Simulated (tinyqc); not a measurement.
Scattering of inversion-layer electrons by surface optical phonons of the gate insulator (remote phonon scattering): one step, computed by the program tinyqc. Command: `OMP_NUM_THREADS=1 python tinyqc.py 3112110 3112111 out.jsonl sophonon walk`. One thread of a shared host (Intel(R) Xeon(R) Processor @ 2.30GHz), about 0.01 s of CPU time with the checks.

One subband with the Fang-Howard envelope; insulator and channel are half-spaces, the gate is far away, and an interlayer only moves the polar surface away by t (its own modes and its permittivity contrast are left out).

Problem. Surface modes and strengths. eps(w) = eps_inf + (eps_0s - eps_i) w1^2/(w1^2 - w^2) + (eps_i - eps_inf) w2^2/(w2^2 - w^2). Surface modes solve eps(w) + eps_s = 0, a quadratic in w^2; the strength of a mode is g = 2/(w d eps/dw). Occupation N = 1/(exp(hbar w/(k_B T)) - 1).

Inputs (values chosen for the exercise, modelled on SiO2 on germanium):
```
quantity                                 value  unit
static constant of the insulator eps_0s   3.89     -
intermediate constant eps_i               3.02     -
optical constant eps_inf                   2.5     -
hbar omega_TO1                            56.8   meV
hbar omega_TO2                             137   meV
constant of the channel eps_s             16.2     -
temperature T                              350     K
```

Constants: k_B = 8.617333262e-05 eV/K.

Give: hbar omega_SO; strengths g; occupations N; hbar omega g (2 N + 1).

Solution.

hbar omega_SO (meV): 1 58.06, 2 138.91

strengths g: 1 0.0022265, 2 0.0014734

occupations N: 1 0.17076, 2 0.01010

hbar omega g (2 N + 1) (meV): 1 0.17343, 2 0.20880

The lower mode has the larger hbar omega g N, the prefactor of absorption before the dependence on q: 0.0221 and 0.00207 meV.
